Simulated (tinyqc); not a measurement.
Comparisons within one model: Lorentz oscillators and the Kramers-Kronig relations. A value that a table varies takes the place of the one given here.

eps(E) = 1 + sum_j S_j/(E0_j^2 - E^2 - i G_j E).

Kramers-Kronig: eps1(E) = 1 + (2/pi) P integral_0^infinity E1 eps2(E1)/(E1^2 - E^2) dE1. Maclaurin rule on the grid E_j = j h, j = 1 .. M: eps1(E_i) = 1 + (4 h/pi) sum over j with j - i odd of E_j eps2(E_j)/(E_j^2 - E_i^2); nothing is added above E_M.

n + i k = sqrt(eps1 + i eps2) with k >= 0; R = ((n - 1)^2 + k^2)/((n + 1)^2 + k^2) at normal incidence from vacuum; alpha = 2 E k/(hbar c), times 1e8 for 1/cm; loss function Im(-1/eps) = eps2/(eps1^2 + eps2^2).

Constants: hbar c = 1973.269805 eV angstrom.

Inputs chosen for the exercise: E0 = (8.19, 12.14) eV (resonances); G = (1.48, 4) eV (widths); S = (54.8, 127.4) eV^2 (strengths); h = 0.8 eV (grid step); M = 30 (grid points E_j = j h); E_t = 3.3 eV (energy below the first line); E = 14.9 eV (photon energy).

## Numerical transform against the formula

Every third grid point is listed; the error is the transform minus the formula.

Dielectric function:
```
E (eV)   eps2  eps1 formula  eps1 transform   error
1.60    0.070         2.726           2.636  -0.090
4.00    0.239         3.014           3.110   0.096
6.40    0.945         3.986           3.772  -0.214
8.80    3.308         0.403           0.382  -0.021
11.20   2.540         1.254           1.302   0.047
13.60   1.662        -0.547          -0.595  -0.048
16.00   0.549        -0.156          -0.152   0.004
18.40   0.243         0.220           0.187  -0.033
20.80   0.133         0.440           0.425  -0.015
23.20   0.082         0.576           0.535  -0.041
```

The largest error listed is -0.214 at 6.40 eV. The rule samples every 2h = 1.6 eV and the narrowest line is 1.48 eV wide, so it is not resolved. The grid ends at 24 eV, where eps2 is still 0.071; the error at the last point listed, nearest the missing tail, is -0.041.

## How far the spectrum must be known

The integrals are done by adaptive quadrature and cut at E_cut. f-sum share: (2/pi) integral of E eps2 over sum S. Static share: (2/pi) integral of eps2/E over eps(0) - 1.

Cut integrals:
```
E_cut (eV)  eps1(E_t)  f-sum share  static share
9.7             2.167        0.300         0.600
13.4            2.696        0.655         0.888
18.2            2.855        0.841         0.978
24.3            2.881        0.900         0.993
36.4            2.890        0.939         0.998
60.7            2.892        0.965         1.000
```

eps1(E_t) from the formula = 2.893

Cut at 13.4 eV, just above the last line, eps1(E_t) lacks 0.197; cut at 60.7 eV it lacks 0.001. At 18.2 eV the static sum has reached 0.978 and the f-sum only 0.841: the f-sum weights eps2 by E and the static sum by 1/E, so the f-sum needs the far tail.

## Optical constants across the spectrum

Spectrum:
```
E (eV)    eps1   eps2      n      k      R   loss
1.82     2.740  0.081  1.655  0.024  0.061  0.011
4.30     3.080  0.275  1.757  0.078  0.076  0.029
6.79     4.299  1.333  2.098  0.318  0.135  0.066
9.27     0.620  2.300  1.225  0.939  0.160  0.405
11.75    0.789  2.787  1.357  1.026  0.179  0.332
14.24   -0.512  1.211  0.633  0.956  0.293  0.701
16.72   -0.022  0.418  0.445  0.469  0.229  2.386
19.20    0.306  0.195  0.578  0.169  0.082  1.482
21.69    0.497  0.110  0.709  0.077  0.031  0.423
24.17    0.616  0.069  0.786  0.044  0.015  0.179
26.65    0.697  0.047  0.835  0.028  0.008  0.096
29.14    0.753  0.033  0.868  0.019  0.005  0.058
```

Among the energies listed the largest values are at (eV): eps2 11.75; n 6.79; k 11.75; R 14.24; loss 16.72. eps1 crosses zero at 12.47 and 16.85 eV; the last crossing is upward and marks the plasmon, against sqrt(sum S) = 13.50 eV for free electrons.

## What each oscillator parameter does

At the energy E. Each row changes one parameter from the base and keeps the others.

Results:
```
case                       eps1   eps2      n      k      R
base                     -0.389  0.882  0.536  0.822  0.294
E0 = (8.19, 12.747) eV   -0.415  1.119  0.624  0.897  0.275
G = (1.48, 6) eV         -0.048  0.889  0.649  0.685  0.186
S = (54.8, 152.88) eV^2  -0.597  1.048  0.552  0.950  0.333
E = 15.645 eV            -0.229  0.634  0.472  0.672  0.279
```

The largest shifts from the base row, up to three for each result and ties (the steps differ in size, so this ranks the rows, not the parameters). eps1: G +0.341, S -0.208, E +0.160. eps2: E -0.247, E0 +0.238, S +0.166. n: G +0.113, E0 +0.088, E -0.064. k: E -0.150, G -0.138, S +0.127. R: G -0.108, S +0.039, E0 -0.019.

(tinyqc, `OMP_NUM_THREADS=1 python tinyqc.py 1681658 1681659 out.jsonl`, Intel(R) Xeon(R) Processor @ 2.30GHz, 1 thread, shared host, about 0.1 s.)
